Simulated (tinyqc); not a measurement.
# An infinitely deep well in a field (quantum-confined Stark shift), Airy functions: two studies

Hard walls at x = -L/2 and +L/2; between them U(x) = -F x (eV, zero at the centre). C = hbar^2/(2 m0), e = (C F^2/m1)^(1/3), z1 = (F L/2 - E)/e at the left wall and z2 = (-F L/2 - E)/e at the right wall. Levels are the roots of D(E) = Ai(z1) Bi(z2) - Ai(z2) Bi(z1).

Parameters, values chosen for the exercise:

| symbol | value | unit | meaning |
|---|---|---|---|
| m1 | 0.045 | m0 | mass |
| L | 17.2 | nm | well width |
| F | 0.0058 | V/nm | field |

Constants: q = 1.602176634e-19 C, hbar = 1.054571817e-34 J s, m0 = 9.1093837015e-31 kg, hbar^2/(2 m0) = 0.0380998212 eV nm^2. Results are converted to the units shown.

Each table varies one quantity; the others keep the values above.

## The Stark shift against field

Exact shifts E_n(F) - E_n(0) from the roots of D; <x> = -dE_1/dF. E_n(0) = C (n pi/L)^2/m1; second-order shift m1 F^2 L^4 (1 - 15/(pi n)^2)/(48 C pi^2 n^2).

The Stark shift against field:

| F (V/nm) | F L/E_1(0) | shift of level 1 (meV) | second order, 1 (meV) | shift of level 2 (meV) | second order, 2 (meV) | <x> of level 1 (nm) |
|---|---|---|---|---|---|---|
| 0.0018 | 1.096 | -0.3666 | -0.3675 | 0.1088 | 0.1096 | 0.4064 |
| 0.0023 | 1.401 | -0.5977 | -0.6000 | 0.1767 | 0.1789 | 0.5178 |
| 0.0031 | 1.888 | -1.082 | -1.090 | 0.3178 | 0.3250 | 0.6936 |
| 0.004 | 2.436 | -1.794 | -1.815 | 0.5212 | 0.5412 | 0.8870 |
| 0.0053 | 3.227 | -3.124 | -3.186 | 0.8899 | 0.9501 | 1.156 |
| 0.0069 | 4.202 | -5.227 | -5.400 | 1.443 | 1.610 | 1.468 |
| 0.0091 | 5.541 | -8.895 | -9.393 | 2.322 | 2.801 | 1.859 |
| 0.012 | 7.307 | -14.95 | -16.33 | 3.544 | 4.871 | 2.303 |

What does the comparison show?

The shift of level 1 falls from -0.367 to -14.9 meV, as F^(1.99) between the first two rows and F^(1.88) between the last two (second order: power 2). Second order is 0.24 % above it in size in the first row and 9.3 % above it in the last. The shift of level 2 rises from 0.109 to 3.54 meV.

## The Stark shift against well width

Same model as above.

Result of one run:

| L (nm) | F L/E_1(0) | shift of level 1 (meV) | second order, 1 (meV) | shift of level 2 (meV) | second order, 2 (meV) | <x> of level 1 (nm) |
|---|---|---|---|---|---|---|
| 20 | 5.553 | -6.604 | -6.976 | 1.723 | 2.080 | 2.165 |

What becomes of these results when the well width L is changed from 20 to 17.4 nm, all else the same?

Result of the changed run:

| L (nm) | F L/E_1(0) | shift of level 1 (meV) | second order, 1 (meV) | shift of level 2 (meV) | second order, 2 (meV) | <x> of level 1 (nm) |
|---|---|---|---|---|---|---|
| 17.4 | 3.656 | -3.897 | -3.996 | 1.096 | 1.192 | 1.312 |

The whole series:

| L (nm) | F L/E_1(0) | shift of level 1 (meV) | second order, 1 (meV) | shift of level 2 (meV) | second order, 2 (meV) | <x> of level 1 (nm) |
|---|---|---|---|---|---|---|
| 7.2 | 0.2591 | -0.1171 | -0.1172 | 0.03492 | 0.03494 | 0.04039 |
| 9.7 | 0.6335 | -0.3857 | -0.3860 | 0.1148 | 0.1151 | 0.1329 |
| 12.3 | 1.292 | -0.9946 | -0.9979 | 0.2944 | 0.2976 | 0.3419 |
| 14.8 | 2.250 | -2.071 | -2.092 | 0.6040 | 0.6238 | 0.7074 |
| 17.4 | 3.656 | -3.897 | -3.996 | 1.096 | 1.192 | 1.312 |
| 20 | 5.553 | -6.604 | -6.976 | 1.723 | 2.080 | 2.165 |
| 22.5 | 7.906 | -10.10 | -11.17 | 2.304 | 3.332 | 3.187 |
| 25.1 | 10.98 | -14.59 | -17.30 | 2.602 | 5.160 | 4.387 |

The shift of level 1 falls from -0.117 to -14.6 meV, as L^(4.00) between the first two rows and L^(3.37) between the last two (second order: power 4). Second order is 0.013 % above it in size in the first row and 19 % above it in the last. The shift of level 2 rises from 0.0349 to 2.60 meV.

tinyqc, about 0.02 s, one thread, Intel Xeon 2.30GHz (shared host): `OMP_NUM_THREADS=1 python tinyqc.py 2580043 2580044 out.jsonl`
